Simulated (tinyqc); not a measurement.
Two-valley model of the transferred-electron effect: one step, computed by the program tinyqc. Command: `OMP_NUM_THREADS=1 python tinyqc.py 3030290 3030291 out.jsonl gunn walk`. One thread of a shared host (Intel(R) Xeon(R) Processor @ 2.30GHz), about 0.01 s of CPU time with the checks.

Both kinds of valley share one electron temperature T_e, and each has a constant mobility.

Problem. Equilibrium. Density-of-states ratio R = Z (m2/m1)^(3/2); n2/n1 = R exp(-dE/(k_B T_e)); mean mobility mu = (mu1 + mu2 n2/n1)/(1 + n2/n1); energy balance e mu F^2 = (3/2) k_B (T_e - T)/tau_E; v = mu F.

Inputs (values chosen for the exercise, modelled on CdTe):
```
quantity                       value        unit
central-valley mass m1         0.097         m_0
satellite-valley mass m2         0.3         m_0
satellite valleys Z                4           -
valley separation dE            0.53          eV
central-valley mobility mu1     1000  cm^2/(V s)
satellite-valley mobility mu2     88  cm^2/(V s)
lattice temperature T            200           K
```

Solver: bisection.

Constants: k_B = 8.617333262e-05 eV/K.

Give: R; n2/n1 without field; low-field mobility.

Solution.

R = 21.756

n2/n1 without field = 9.5978e-13

low-field mobility = 1000 cm^2/(V s)

dE is 30.8 k_B T, so the satellites are empty without field.
